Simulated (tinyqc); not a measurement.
Froehlich polaron in a polar crystal: one step, computed by the program tinyqc.

One electron in a parabolic band of mass m*, coupled to dispersionless LO phonons in the continuum model. Energies are in units of hbar omega unless marked, wave numbers in k_0 = sqrt(2 m* omega/hbar).

Question. Second-order perturbation theory. At T = 0 and k < k_0: E(k) = (k/k_0)^2 - alpha arcsin(k/k_0)/(k/k_0); so E(0) = -alpha, 1/m_p = (1 - alpha/6)/m*, and the mean number of phonons in the cloud at k = 0 is alpha/2. The Lee-Low-Pines variational state gives the same E(0) and m_p = m* (1 + alpha/6).

Inputs (values chosen for the exercise, modelled on zinc sulfide): LO phonon energy hbar omega = 41.3 meV; electron wave number k/k_0 = 0.66.

coupling constant alpha = 0.6546487

Give: energy shift at k = 0; E(k); m*/m_p, second order; m_p/m*, Lee-Low-Pines; phonons in the cloud.

Answer.

energy shift at k = 0 = -27.04 meV

E(k) = -0.2794 hbar omega

m*/m_p, second order = 0.8909

m_p/m*, Lee-Low-Pines = 1.109

phonons in the cloud = 0.3273
